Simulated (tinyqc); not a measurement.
Strain, valley repopulation and piezoresistance in a many-valley conduction band: one step, computed by the program tinyqc. Command: `OMP_NUM_THREADS=1 python tinyqc.py 3031436 3031437 out.jsonl valleys walk`. One thread of a shared host (Intel(R) Xeon(R) Processor @ 2.30GHz), about 0.03 s of CPU time with the checks.

Valleys are ellipsoids with mass m_l along the axis a and m_t across it, parabolic, with one constant relaxation time; strain shifts the valleys and leaves the masses alone. Currents are taken along [110], along the load, and along [001], across the load.

Task: Valley shifts. Herring-Vogt shift of a valley with unit axis a: dE = Xi_d tr(e) + Xi_u a.e.a.

Inputs (values chosen for the exercise, for a model crystal): shear deformation potential Xi_u = 9.7 eV; dilation deformation potential Xi_d = 0.86 eV.

Valley axes: <100> (6 valleys in 3 pairs). Load: uniaxial [110].

strain tensor (%):
```
             x            y           z
x  -0.03229538  -0.03968254  0.00000000
y  -0.03968254  -0.03229538  0.00000000
z   0.00000000   0.00000000  0.02346670
```

Constants: k_B = 8.617333262e-05 eV/K.

Give: shifts dE; splitting (highest minus lowest).

Result:

shifts dE (meV): x -3.486, y -3.486, z 1.923

splitting (highest minus lowest) = 5.409 meV
